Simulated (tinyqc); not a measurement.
Exact and approximate surface terms: size effects in the resistivity of thin metal films and interconnect lines. Computed by tinyqc, a small Python program. Command: `OMP_NUM_THREADS=1 python tinyqc.py 3029849 3029850 out.jsonl size walk`. One thread of a shared host (Intel(R) Xeon(R) Processor @ 2.30GHz), about 0.01 s of CPU time with the checks.

Electrons lose their drift at surfaces (a share 1 - p of the hits) and at grain boundaries (reflection R), besides bulk scattering.

Inputs (values chosen for the exercise, modelled on platinum): bulk mean free path lambda = 7.17 nm; specularity p = 0.72.

Geometry: film.

Method. Fuchs-Sondheimer film: rho_b/rho = 1 - (3/(2 kappa))(1 - p) int_0^1 (s - s^3)(1 - exp(-kappa/s))/(1 - p exp(-kappa/s)) ds, f = rho/rho_b, kappa = thickness/lambda, 80 Gauss-Legendre points. Thick-film form 1 + 3 (1 - p)/(8 kappa); thin-film form (4/3)((1 - p)/(1 + p))/(kappa ln(1/kappa)).

Rho/rho_b:
```
kappa,h (nm),exact,thick-film form,thin-film form
0.01,7.1700e-02,7.1201,11.5000,4.7133
0.02,1.4340e-01,4.5078,6.2500,2.7742
0.05,3.5850e-01,2.6651,3.1000,1.4491
0.1,7.1700e-01,1.9310,2.0500,0.9427
0.2,1.4340e+00,1.5078,1.5250,0.6743
0.5,3.5850e+00,1.2174,1.2100,-
1,7.1700e+00,1.1105,1.1050,-
2,1.4340e+01,1.0548,1.0525,-
5,3.5850e+01,1.0214,1.0210,-
10,7.1700e+01,1.0106,1.0105,-
```

What does the comparison show, and why?

The thick-film form is within 5 % down to kappa = 0.2; at kappa = 0.01 it is 1.62 times the exact value and the thin-film form 0.66 times. The resistivity doubles between 0.359 and 0.717 nm. Rows thinner than about 5 nm only illustrate the formulas.

Extremes, crossings and ranges named in words are read from the listed rows.
